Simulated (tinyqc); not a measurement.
# Worked calculation: six-transistor SRAM cell, nodal equations and margins

Computed by the program tinyqc: `OMP_NUM_THREADS=1 python tinyqc.py 2340010 2340011 out.jsonl`, one thread of a shared Intel Xeon 2.30GHz, about 0.1 s for the whole run. Printed values are rounded.

Two cross-coupled inverters (pull-down bn, pull-up bp) hold the nodes Q and QB; access transistors (ba, threshold VTn, gate on the word line at Vdd when selected) join them to the bit lines. Transistor (EKV form, voltages against the body): I = 2 n b Vt^2 [F(vp - Vs) - F(vp - Vd)] from drain to source, F(v) = ln^2(1 + exp(v/(2 Vt))), vp = (Vg - VT + sg |Vd - Vs|)/n. n-channel bodies are at 0; for the p-channel device all voltages are counted down from Vdd. b in uA/V^2 gives I in uA. For an access transistor the bit line is the drain and the node the source. In a read both bit lines are at Vdd. The cell is symmetric (no mismatch).

Values chosen for this exercise:
```
symbol  value    unit                                  meaning
T         300       K                              temperature
Vdd      0.75       V                           supply voltage
n        1.44                                     slope factor
sg      0.079                   drain-induced barrier lowering
VTn      0.26       V                      n-channel threshold
VTp      0.38       V          p-channel threshold (magnitude)
bn        180  uA/V^2  gain factor of the pull-down transistor
ba        120  uA/V^2     gain factor of the access transistor
bp         81  uA/V^2    gain factor of the pull-up transistor
```

Constants: q = 1.602176634e-19 C, kB = 1.380649e-23 J/K, Vt = kB T/q. Results are converted to the units shown.

## Iteration 1: node voltages in a read by Newton steps

(Q, QB) at the start (V): Q 0.290000, QB 0.350000

F1 = In(gate QB, drain Q) - Ip(gate QB, drain Q) - Ia(bit line, Q), F2 the same with Q and QB exchanged; J by central differences with +/- 1e-6 V; solve J d = -F, limit each component to +/- 0.15 V and add.

F1, F2 (uA): [0.172141, -0.144578]

J (uS):

|  | Q | QB |
|---|---|---|
| F1 | 14.0626 | 16.3391 |
| F2 | 13.1689 | 5.3502 |

(Q, QB) after iteration 1 (V): Q 0.313464, QB 0.319270

## Iteration 2: node voltages in a read by Newton steps

As before.

F1, F2 (uA): [-0.0174047, -0.0444814]

J (uS):

|  | Q | QB |
|---|---|---|
| F1 | 10.0527 | 14.4211 |
| F2 | 14.1270 | 9.1721 |

(Q, QB) after iteration 2 (V): Q 0.317784, QB 0.317465

## Course of the iteration: node voltages in a read by Newton steps

Stop when the largest change of (Q, QB) is below 1e-9 V, or after 30 iterations. The rule counts as met only at the stable state with Q low.

Course of the iteration:

| iteration | Q (V) | largest \|change\| of one entry (V) |
|---|---|---|
| 1 | 0.313464 | 0.0307 |
| 2 | 0.317784 | 4.32e-3 |
| 3 | 0.317647 | 1.83e-4 |
| 4 | 0.317648 | 2.05e-7 |
| 5 | 0.317648 | 3.86e-13 |

The steps settle on Q = QB = 0.3176 V. There det J is negative, so this is the unstable balance point of the latch, not a stored state. A rerun from (0, Vdd) converges in 5 iterations to Q = 0.09107 V, QB = 0.7493 V.

## The largest square in the read butterfly

| point | c (V) |
|---|---|
| 0 | 0.13 |
| 1 | 0.22 |
| 2 | 0.3 |
| 3 | 0.37 |
| 4 | 0.43 |
| 5 | 0.47 |
| 6 | 0.52 |

f(x) is the node voltage of one half-cell in a read for input x (In - Ip - Ia = 0). Static noise margin: side of the largest square between the curve (x, f(x)) and its mirror image (f(y), y); with h(c) the root x of f(x) - x = c, it is the maximum over c > 0 of h(c) - h(-c) + c.

| point | h(c) (V) | h(-c) (V) | side (V) |
|---|---|---|---|
| 0 | 0.285506 | 0.380481 | 0.035025 |
| 1 | 0.277622 | 0.430457 | 0.067164 |
| 2 | 0.271522 | 0.477142 | 0.094380 |
| 3 | 0.264779 | 0.521295 | 0.113484 |
| 4 | 0.253519 | 0.563035 | 0.120484 |
| 5 | 0.239528 | 0.592942 | 0.116586 |
| 6 | 0.211940 | 0.632329 | 0.099611 |

The maximum over c is 120.5 mV, the read margin; with the word line off (no Ia) the same construction gives 255.8 mV.
